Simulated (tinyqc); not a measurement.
Doping and barrier from two capacitances.

Problem. A Schottky diode on a uniformly doped n-type layer obeys (A/C)^2 = 2 (Vbi - V - Vt)/(q eps0 eps_r Nd) in reverse bias, with phiB = Vbi + Vt ln(Nc/Nd) and image force ignored. Find Nd, Vbi and phiB.

Inputs (values chosen for the exercise); band and dielectric values close to those of cadmium telluride:
- T = 300 K (temperature)
- eps_r = 10 (relative permittivity)
- Nc = 7.87e17 cm^-3 (conduction-band density of states at T)
- A = 0.0018 cm^2 (diode area)

Constants: q = 1.602176634e-19 C, kB = 1.380649e-23 J/K, Vt = kB T/q, eps0 = 8.8541878128e-14 F/cm where lengths are in cm. Results are converted to the units shown.

C at V = -0.7 and -3.1 V (pF): [64.441781, 37.935969]

Answer. The slope of (A/C)^2 against -V gives Nd, the intercept Vbi - Vt, and the Fermi-level depth Vt ln(Nc/Nd) is added for the barrier.

Nd = 2.300e16 cm^-3
Vbi = 0.5987 V
phiB = 0.6900 eV

tinyqc, about 0.04 s, one thread, Intel Xeon 2.30GHz (shared host): `OMP_NUM_THREADS=1 python tinyqc.py 2020054 2020055 out.jsonl`
